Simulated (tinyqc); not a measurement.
Anisotropic elasticity and sound waves of a cubic crystal: one step, computed by the program tinyqc.

Voigt order 1..6 = xx, yy, zz, yz, xz, xy, with engineering shear strains. The rotated frame has x' as named, z' along the wafer normal and y' = z' x x'.

Question. Sound waves along the wave normal. In the cube axes, with unit normal n: G_ij = (C12 + C44) n_i n_j + (C44 - H n_i^2) delta_ij, eigenvalues rho v^2, eigenvectors u (columns, largest component positive). Group velocity V_i = [(C12 + C44)(u.n) u_i + C44 n_i - H u_i^2 n_i]/(rho v); its angle to n has cosine v/|V|.

Inputs (values chosen for the exercise, modelled on gallium arsenide): C12 = 54.29 GPa; C44 = 58.83 GPa; density rho = 5.372 g/cm^3.

Frame: (113) wafer, x' along [1-10].

wave normal (not normalised): [1, 4.5, 1.2]

H = 51.95 GPa

Give: Christoffel matrix; phase velocities; polarisations; group speeds; angles between V and n.

Answer.

Christoffel matrix (GPa), rows x, y, z:
$$\begin{pmatrix}
61.53 & 22.43 & 5.98 \\
22.43 & 113.42 & 26.92 \\
5.98 & 26.92 & 62.71
\end{pmatrix}$$

phase velocities (m/s): [3020.5, 3233.1, 4966.3]

polarisations, rows x, y, z, columns slow, fast, longitudinal:
$$\begin{pmatrix}
0.51441 & 0.80016 & 0.30844 \\
-0.47702 & -0.03190 & 0.87832 \\
0.71263 & -0.59894 & 0.36528
\end{pmatrix}$$

group speeds (m/s): [3293.7, 3270.8, 5082.2]

angles between V and n (degree): [23.503, 8.709, 12.258]

Energy flows off the wave normal by up to 23.5 degrees, for the slow transverse wave.
